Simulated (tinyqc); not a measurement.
Core-level spacing from the offsets.

Problem. For an overlayer B on a substrate A, dEv = (iB - iA) - (cB - vB) + (cA - vA) in binding energies, and dEc + dEv = EgB - EgA. Find dEv and the spacing iB - iA that a thin film must show.

Parameters, values chosen for the exercise: gap of the substrate A EgA = 1.43 eV; gap of the overlayer B EgB = 4.37 eV.

dEc = 0.91961832 eV
cA - vA = 92.310382 eV
cB - vB = 58.05 eV

Solution. The gaps give dEv, and the Kraut relation is solved for the spacing.

dEv = 2.0204 eV
iB - iA = -32.240 eV

Numbers from tinyqc (`OMP_NUM_THREADS=1 python tinyqc.py 2410171 2410172 out.jsonl`; about 0.01 s on one thread of a shared Intel Xeon 2.30GHz).
